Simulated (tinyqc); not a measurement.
Two-diode model of a solar cell: one step of the calculation.

J is the current delivered and Vj = V + J Rs the junction voltage. J = X JL - J01 (exp(Vj/(n1 Vt)) - 1) - J02 (exp(Vj/(2 Vt)) - 1) - Vj/Rp. The photocurrent does not depend on voltage.

Problem. New Vj. Open circuit: J(Vj) = 0. G = -dJ/dVj = J01 exp(Vj/(n1 Vt))/(n1 Vt) + J02 exp(Vj/(2 Vt))/(2 Vt) + 1/Rp. Vj(new) = Vj + J/G.

Parameters, values chosen for the exercise; values of the order met in cells of gallium arsenide:

| symbol | value | unit | meaning |
|---|---|---|---|
| T | 273 | K | temperature |
| JL | 23.2 | mA/cm^2 | photocurrent at one sun |
| X | 10 | suns | concentration |
| J01 | 8.7e-23 | A/cm^2 | saturation current of the first diode |
| n1 | 1 |  | ideality factor of the first diode |
| Rp | 500 | ohm cm^2 | shunt resistance |
| J02 | 2e-12 | A/cm^2 | saturation current of the second diode (ideality 2) |

Constants: q = 1.602176634e-19 C, kB = 1.380649e-23 J/K, Vt = kB T/q. Results are converted to the units shown.

Vj at the start = 1 V

Find: J; G; Vj after iteration 1.

Solution.

J = 226.3 mA/cm^2
G = 0.08493 S/cm^2
Vj after iteration 1 = 3.665 V

tinyqc, about 0.01 s, one thread, Intel Xeon 2.30GHz (shared host): `OMP_NUM_THREADS=1 python tinyqc.py 2280104 2280105 out.jsonl`
